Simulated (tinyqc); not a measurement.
## Gap and radiative efficiency from Jsc and Voc

Inverse problem. Photon flux above E from a black body at temperature T into a hemisphere: Phi(E, T) = A sum_k exp(-k E/th)[E^2 th/k + 2 E th^2/k^2 + 2 th^3/k^3], k = 1, 2, ..., with th = kB T/q in eV and A = 2 pi q^3/(h^3 c^2). A cell with a sharp absorption edge has Jsc = q fs X Phi(Eg, Ts) and Voc = Vt ln(1 + Jsc/J0), J0 = q ge Phi(Eg, T)/ERE. Find Eg and ERE.

Values chosen for this exercise: cell temperature T = 350 K; temperature of the black-body sun Ts = 7000 K; share of the hemisphere filled by the sun fs = 2.16e-5; concentration X = 1; number of faces that emit ge = 2.

Constants: q = 1.602176634e-19 C, kB = 1.380649e-23 J/K, h = 6.62607015e-34 J s, c = 299792458 m/s, Vt = kB T/q. Results are converted to the units shown.

Jsc = 137.313987 mA/cm^2
Voc = 0.285123521 V

Solution. Phi falls steadily with E, so Jsc fixes Eg; Voc gives J0, and its ratio to the radiative dark current is 1/ERE.

Eg = 0.8200 eV
ERE = 1.000e-4

Program tinyqc, `OMP_NUM_THREADS=1 python tinyqc.py 2820007 2820008 out.jsonl`; Intel Xeon 2.30GHz, shared host, one thread, about 0.01 s.
